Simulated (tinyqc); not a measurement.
Inside a calculation. Model: equation-of-state fits to an energy-volume table made by a known binding curve. Computed by tinyqc, a small Python program that keeps every step. Command: `OMP_NUM_THREADS=1 python tinyqc.py 3011106 3011107 out.jsonl eosfit walk`. One thread of a shared host (Intel(R) Xeon(R) Processor @ 2.30GHz), about 0.02 s of CPU time with the checks. Intermediate numbers are printed to about 5 digits and carried at full precision; extremes and crossings named in words are read from the listed rows.

With x = (V/V_0)^(1/3), the energy per atom is E = -D [1 + eta (x - 1)] exp(-eta (x - 1)), so that B0 = D eta^2/(9 V_0) and B' = 1 + 2 eta/3. B' = dB/dP at P = 0.

Inputs (values chosen for the exercise, for a model crystal):
```
quantity                                  value             unit
cohesive energy D                          6.32          eV/atom
true volume V_0                            8.24  angstrom^3/atom
stiffness eta                              6.91                -
half-width of the volume window w          0.12                -
shift of the window centre s             -0.029                -
points N                                      5                -
compression V/V_0 for the pressure test    0.85                -
```

Binding curve: universal binding. Noise: none.

Constants: 1 eV/angstrom^3 = 160.2176634 GPa.

## Exact values of the curve

B0 and B' from the formulas above; P = -dE/dV at V = c V_0 (c the compression chosen), from the curve itself.

exact B0 = 651.95 GPa

exact B' = 5.6067

exact pressure at c V_0 = 165.47 GPa

## Energy-volume table

Table: V_j = V_0 [1 + s + w (2 j/(N - 1) - 1)], j = 0..N-1, rounded to 0.001; E_j from the curve, rounded to 1e-7 eV.

Table:
```
V (angstrom^3)      E (eV)
7.012           -5.7913608
7.507           -6.1573862
8.001           -6.3049539
8.495           -6.3049892
8.990           -6.2055115
```

## Birch-Murnaghan fit

Third-order Birch-Murnaghan is a cubic in u = V^(-2/3): fit it by linear least squares, find the minimum, and take B0 = V E''(V), B' = -1 - V E'''/E'' there.

fitted E0 = -6.3200 eV

fitted V0 = 8.2408 angstrom^3

fitted B0 = 650.79 GPa

fitted B' = 5.5259

root-mean-square residual = 0.058459 meV

Against the exact curve V0 is off by +0.009 %, B0 by -0.18 % and B' by -1.4 %.

## Errors of the Birch-Murnaghan fit

Errors are fitted minus exact, relative; the pressure at c V_0 uses P = (3 B0/2) (x^7 - x^5) [1 + (3/4)(B' - 4)(x^2 - 1)], x = (V0/V)^(1/3) with the fitted values.

error of B0 = -0.17812 %

error of B' = -1.4414 %

fitted pressure at c V_0 = 165.78 GPa

error of that pressure = 0.18911 %

## Vinet fit by Gauss-Newton steps

Vinet: E = E0 + (9 B0 V0/h^2) {1 + [h (1 - x) - 1] exp(h (1 - x))}, P = 3 B0 (1 - x) x^-2 exp(h (1 - x)), x = (V/V0)^(1/3), h = (3/2)(B' - 1). Gauss-Newton steps on (E0, V0, B0, B'): solve J d = r by least squares, r the residuals and J their derivatives (central differences, relative step 1e-5); start from the parabola fit in V with B' = 4; stop when all relative changes are below 1e-7.

Iterations:
```
step  E0 (eV)  V0 (angstrom^3)  B0 (GPa)      B'  rms residual (meV)
0     -6.3377           8.3144    839.12  4.0000          7.7388e+01
1     -6.3187           8.2572    643.11  5.2873          3.4214e+00
2     -6.3199           8.2398    651.54  5.6125          1.3062e-01
3     -6.3200           8.2400    651.95  5.6067          2.4028e-05
4     -6.3200           8.2400    651.95  5.6067          2.7609e-06
5     -6.3200           8.2400    651.95  5.6067          2.7609e-06
```

B0, Vinet = 651.95 GPa

B', Vinet = 5.6067

The Vinet form is this binding curve itself, so without noise it returns the exact values but for the rounding of the table.

## Five forms on the same table

Murnaghan: E = E0 + (B0 V/B') [(V0/V)^B'/(B' - 1) + 1] - B0 V0/(B' - 1), P = (B0/B') [(V0/V)^B' - 1]. Birch-Murnaghan: E = E0 + (9 V0 B0/16) [y^3 B' + y^2 (2 - 4 y)], y = (V0/V)^(2/3) - 1; P = (3 B0/2) (x^7 - x^5) [1 + (3/4)(B' - 4)(x^2 - 1)], x = (V0/V)^(1/3). All are least-squares fits to the energies; for polynomials in V, B0 = V E'' and B' = -1 - V E'''/E'' at the minimum.

Fitted values:
```
form             V0 (angstrom^3)  B0 (GPa)       B'  P at c V_0 (GPa)
exact                     8.2400    651.95   5.6067            165.47
parabola in V             8.3144    839.12  -1.0000                 -
cubic in V                8.2263    684.67   6.7637                 -
Murnaghan                 8.2434    647.18   5.2557            166.78
Birch-Murnaghan           8.2408    650.79   5.5259            165.78
Vinet                     8.2400    651.95   5.6067            165.47
```

In B0 the Vinet form comes closest (0.00 %) and the parabola in V form misses most (+28.71 %). A parabola in V has no third derivative, so its B' is -1 by construction. At c V_0, beyond the window, the pressure errors are Murnaghan +0.8 %, Birch-Murnaghan +0.2 %, Vinet 0.0 %.

## The width of the window

The table is made anew for each w.

Errors (%):
```
w     B0, parabola  B0, cubic  B0, Murnaghan  B0, Birch-Murnaghan  B0, Vinet  B', Birch-Murnaghan
0.03        21.140     -1.620          0.343                0.078          0               -1.140
0.05        22.019     -0.854          0.212                0.047          0               -1.172
0.08        24.179      1.035         -0.101               -0.026          0               -1.262
0.12        28.709      5.019         -0.732               -0.178          0               -1.441
0.16        35.242     10.815         -1.579               -0.394          0               -1.695
0.22        49.389     23.528         -3.203               -0.846          0               -2.222
```

The Birch-Murnaghan error of B0 is smallest among these at w = 0.08 (0.026 % in size); it is 0.078 % at the narrowest and 0.846 % at the widest.  The Vinet form is the binding curve itself here, so its error comes from noise and rounding alone. At the widest window the errors of B0 are +49.4 % for the parabola and +23.5 % for the cubic in V.

Checks made by the program: nonlinear Birch-Murnaghan fit against the linear one (relative difference below 1e-10).
